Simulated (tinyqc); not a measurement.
Thin film between two gates, subbands and threshold shift from confinement: charge and subband filling against gate voltage.

Undoped body with a flat potential across it, hard walls, transport along x. Three valley pairs (g = 2 each) with the longitudinal mass along x, y or z. Non-parabolicity enters the subband edges through E (1 + al E) = gamma, so E = 2 gamma/(1 + sqrt(1 + 4 al gamma)); motion within a subband is taken as parabolic with the band-edge mass. Energies are counted from the bulk band edge.

gamma = C (pi k/(t + dl))^2/mz, C = hbar^2/(2 m0). Each subband has N_k = g sqrt(mx my) m0 kB T/(pi hbar^2). With degeneracy n = sum N_k F((EF - E_k)/Vt), F(x) = ln(1 + exp(x)); gate: Vg = EF + q n/(Cg P), P = 2 (both faces), summed over the 60 lowest subbands at most, with Vg counted from the value that would put EF at the bulk band edge of an empty body. Cq = q dn/dEF.

Parameters, values chosen for the exercise; masses close to those of silicon: temperature T = 400 K; longitudinal mass ml = 0.927 m0; transverse mass mt = 0.192 m0; non-parabolicity al = 0.5 1/eV; film thickness (along z) t = 2.5 nm; widening of the box by penetration into the insulator dl = 0 nm; gate capacitance per area of interface Cg = 2.2 uF/cm^2.

Constants: q = 1.602176634e-19 C, kB = 1.380649e-23 J/K, hbar = 1.054571817e-34 J s, m0 = 9.1093837015e-31 kg, Vt = kB T/q, hbar^2/(2 m0) = 0.0380998212 eV nm^2. Results are converted to the units shown.

Result of one run:
```
Vg (V)	EF - E_1 (eV)	n (cm^-2)	n/P (cm^-2)	share of the lowest subband (%)	Cq/(Cg P)	total C/(Cg P)
0.66	0.07969	1.421e13	7.104e12	93.64	6.248	0.8620
```

What becomes of these results when the gate voltage Vg is changed from 0.66 to 0.91 V, all else the same?

Result of the changed run:
```
Vg (V)	EF - E_1 (eV)	n (cm^-2)	n/P (cm^-2)	share of the lowest subband (%)	Cq/(Cg P)	total C/(Cg P)
0.91	0.1111	2.021e13	1.011e13	89.22	7.807	0.8865
```

The whole series:
```
Vg (V)	EF - E_1 (eV)	n (cm^-2)	n/P (cm^-2)	share of the lowest subband (%)	Cq/(Cg P)	total C/(Cg P)
-0.09	-0.1552	6.198e10	3.099e10	98.37	0.06512	0.06114
0.04	-0.05793	9.614e11	4.807e11	98.23	0.9351	0.4832
0.16	-0.01223	3.002e12	1.501e12	97.87	2.475	0.7122
0.29	0.01894	5.716e12	2.858e12	97.24	3.869	0.7946
0.41	0.04139	8.395e12	4.198e12	96.41	4.806	0.8278
0.54	0.06234	1.139e13	5.695e12	95.17	5.592	0.8483
0.66	0.07969	1.421e13	7.104e12	93.64	6.248	0.8620
0.79	0.09677	1.731e13	8.655e12	91.55	7.002	0.8750
0.91	0.1111	2.021e13	1.011e13	89.22	7.807	0.8865
```

EF passes E_1 = 0.0629 eV at Vg = 0.206 V. The share of the lowest subband falls from 98.4 to 89.2 % and the total capacitance rises from 0.0611 to 0.886 of Cg P. Between the last two rows 12 % of the added gate voltage goes into raising EF. For Vg = 0.41, 0.54, 0.66, 0.79, 0.91 the charge would bend the potential across the body by some 30 mV or more, which is left out.

Computed by the program tinyqc: `OMP_NUM_THREADS=1 python tinyqc.py 2350148 2350149 out.jsonl`, one thread of a shared Intel Xeon 2.30GHz, about 0.1 s for the whole run.
